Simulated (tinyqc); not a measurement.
# Diffused layer (Gaussian), carriers, mobility and sheet resistance with incomplete ionisation: what changes with what

A p-type layer from the surface x = 0 to the junction xj, N(x) = N0 exp(-(x/Ld)^2). Local neutrality (no depletion at surface or junction, no spilling of carriers), intrinsic carriers neglected, Boltzmann statistics.

Values chosen for this exercise; values close to those of aluminium in 4H silicon carbide over an n-type background:
```
symbol    value        unit                                 meaning
T           300           K                             temperature
Nb       6.1e15       cm^-3  background doping of the opposite type
N0       2.3e18       cm^-3             peak chemical concentration
m1         15.8  cm^2/(V s)           mobility limit at high doping
m2          119  cm^2/(V s)  mobility limit at low doping, at 300 K
Nr      1.77e19       cm^-3    reference doping of the mobility law
am        0.345                        exponent of the mobility law
bt            2                          temperature exponent of m2
Ns      1.01e20       cm^-3       solubility limit of active dopant
NB      2.58e19       cm^-3     valence-band density of states at T
Ei        0.198          eV   ionisation energy in the dilute limit
gd            4                      degeneracy factor of the level
ks       3.8e-8       eV cm              lowering of Ei per N^(1/3)
Ld           18          nm            diffusion length 2 sqrt(D t)
```

Constants: q = 1.602176634e-19 C, kB = 1.380649e-23 J/K, Vt = kB T/q. Results are converted to the units shown.

Each table varies one quantity; the others keep the values above.

## Effect of the peak chemical concentration

xj = Ld sqrt(ln(N0/Nb)). Active dopant A = min(N, Ns); p solves p (p + Nb)/(A - Nb - p) = K, K = (NB/gd) exp(-E/Vt), E = max(Ei - ks A^(1/3), 0), so p = 2 K (A - Nb)/[Nb + K + sqrt((Nb + K)^2 + 4 K (A - Nb))]; mobility mu = m1 + (m2 (T/300 K)^(-bt) - m1)/(1 + ((A + Nb)/Nr)^am). Dose = integral of N, carrier sheet density = integral of p, 1/Rs = q integral of p mu, mean mobility 1/(q Rs sheet density), Hall mobility (unit Hall factor) = integral of p mu^2 over integral of p mu, Hall sheet density = (integral of p mu)^2/integral of p mu^2; all from 0 to xj. Integrals on 4000 steps.

Results:

| N0 (cm^-3) | xj (nm) | dose (cm^-2) | carriers (cm^-2) | Rs (ohm/square) | mean mobility (cm^2/(V s)) | Rs xj (ohm nm) | Hall/true sheet density |
|---|---|---|---|---|---|---|---|
| 6.1e16 | 27.31 | 9.421e10 | 1.934e10 | 3.015e6 | 107.0 | 8.235e7 | 0.9999 |
| 1.5e17 | 32.21 | 2.366e11 | 4.304e10 | 1.394e6 | 104.1 | 4.489e7 | 0.9996 |
| 3.9e17 | 36.70 | 6.197e11 | 9.206e10 | 6.787e5 | 99.89 | 2.491e7 | 0.9990 |
| 9.8e17 | 40.57 | 1.561e12 | 1.875e11 | 3.511e5 | 94.80 | 1.424e7 | 0.9981 |
| 6.2e18 | 47.36 | 9.888e12 | 8.596e11 | 8.929e4 | 81.31 | 4.229e6 | 0.9946 |
| 1.6e19 | 50.50 | 2.552e13 | 2.143e12 | 3.993e4 | 72.93 | 2.017e6 | 0.9924 |
| 4e19 | 53.36 | 6.381e13 | 6.002e12 | 1.616e4 | 64.34 | 8.625e5 | 0.9909 |

Estimate the missing row, N0 = 2.5e18 cm^-3.

Computed row:

| N0 (cm^-3) | xj (nm) | dose (cm^-2) | carriers (cm^-2) | Rs (ohm/square) | mean mobility (cm^2/(V s)) | Rs xj (ohm nm) | Hall/true sheet density |
|---|---|---|---|---|---|---|---|
| 2.5e18 | 44.15 | 3.986e12 | 3.947e11 | 1.787e5 | 88.49 | 7.890e6 | 0.9965 |

With this row back in the table: As N0 goes from 6.1e16 to 4e19, xj rises from 27.3 to 53.4 nm, Rs falls from 3.01e6 to 16200 ohm/square, the mean mobility falls from 107 to 64.3 cm^2/(V s) and the share of the dose that conducts goes from 20.5 through a minimum of 8.40 (at N0 = 1.6e19 among the rows listed) to 9.41 %. Rs goes as dose^(-0.84) at the low end and dose^(-0.99) at the high end; constant mobility and activation would give -1.

## Effect of the diffusion length

Same model as above.

xj = Ld sqrt(ln(N0/Nb)). Integrals on 4000 steps.

The same in every row: mean mobility (cm^2/(V s)) = 89.10; Rs xj (ohm nm) = 8.330e6; Hall/true sheet density = 0.9967.

Effect of the diffusion length:

| Ld (nm) | xj (nm) | dose (cm^-2) | carriers (cm^-2) | Rs (ohm/square) |
|---|---|---|---|---|
| 4.5 | 10.96 | 9.167e11 | 9.217e10 | 7.600e5 |
| 6.7 | 16.32 | 1.365e12 | 1.372e11 | 5.105e5 |
| 9.9 | 24.11 | 2.017e12 | 2.028e11 | 3.455e5 |
| 15 | 36.53 | 3.056e12 | 3.072e11 | 2.280e5 |
| 22 | 53.58 | 4.482e12 | 4.506e11 | 1.555e5 |
| 33 | 80.38 | 6.723e12 | 6.759e11 | 1.036e5 |
| 48 | 116.9 | 9.778e12 | 9.832e11 | 7.125e4 |
| 72 | 175.4 | 1.467e13 | 1.475e12 | 4.750e4 |

Read the table: what changes, and by how much?

As Ld goes from 4.5 to 72, xj rises from 11.0 to 175 nm, Rs falls from 7.60e5 to 47500 ohm/square, the mean mobility stays at 89.1 cm^2/(V s) and the share of the dose that conducts stays at 10.1 %. The peak N0 is held, so the dose changes too. Rs goes as Ld^(-1.00) over the table: the profile only stretches, so Rs xj stays fixed.

Program tinyqc, `OMP_NUM_THREADS=1 python tinyqc.py 2110092 2110093 out.jsonl`; Intel Xeon 2.30GHz, shared host, one thread, about 0.01 s.
